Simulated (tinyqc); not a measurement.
The window in starting coverage: bottom-up copper filling of a trench by curvature-enhanced accelerator coverage. Computed by tinyqc, a small Python program. Command: `OMP_NUM_THREADS=1 python tinyqc.py 3012603 3012604 out.jsonl superfill walk`. One thread of a shared host (Intel(R) Xeon(R) Processor @ 2.30GHz), about 0.05 s of CPU time with the checks.

A rectangular trench keeps vertical walls and a flat floor. An accelerator floats on the surface; where area is lost in the corners it is passed on to the floor.

Inputs (values chosen for the exercise, close to those used for damascene copper plating):
```
quantity                                           value     unit
trench width w                                       470       nm
aspect ratio h/w                                     2.1        -
exchange current of the suppressed surface i_0     0.018  mA/cm^2
exchange current of the accelerated surface i_1     0.83  mA/cm^2
transfer coefficient alpha                          0.41        -
overpotential eta                                   0.16        V
adsorption rate k_a                              0.00035      1/s
cupric ion concentration C                          0.59    mol/l
diffusivity D                                    5.1e-06   cm^2/s
boundary layer delta                                  49       um
temperature T                                        298        K
```

Constants: e = 1.602176634e-19 C; N_A = 6.02214076e+23 1/mol; k_B = 8.617333262e-05 eV/K.

Method. Kinetic current i_k = [i_0 (1 - theta) + i_1 theta] exp(alpha eta/(k_B T)), limit i_L = 2 F D C/delta, i = 1/(1/i_k + 1/i_L); velocity v = i Omega/(2F), Omega = 7.11 cm^3/mol, F = e N_A. Depletion inside the trench is ignored. Half width x, floor height y, depth h = aspect ratio x w. dx/dt = -v_s, dy/dt = v_b. d theta_b/dt = k_a (1 - theta_b) + [theta_s v_b + theta_b v_s]/x: the floor takes the accelerator of the wall it covers and keeps its own as it narrows. d theta_s/dt = k_a (1 - theta_s). theta_b is capped at 1. Integrate (tolerance 1e-9) until the walls meet (x = 0.02 w/2) or the floor passes the original mouth y = h. Start: x = w/2, y = 0, theta_b = theta_s = theta_0. Height filled = y/h, opening left = x/(w/2).

Outcome:
```
theta_0  v(1)/v(theta_0)  height filled  opening left  time (s)
0.001             40.556        0.67416          0.02    540.58
0.003             37.340        0.67489          0.02    535.58
0.010             29.232        0.67762          0.02    518.43
0.020             22.319        0.68169          0.02    494.97
0.050             13.076        0.69105          0.02    431.67
0.100              7.758        0.68483          0.02    347.75
0.200              4.303        0.61109          0.02    240.07
0.400              2.304        0.45220          0.02    142.24
0.800              1.223        0.28158          0.02     77.81
```

What follows from these numbers?

No row fills the trench; the best, at theta_0 = 0.05, reaches 69 % of the height. Too little accelerator takes too long to concentrate. Too much speeds the walls as well and removes the contrast.

Extremes, crossings and ranges named in words are read from the listed rows.
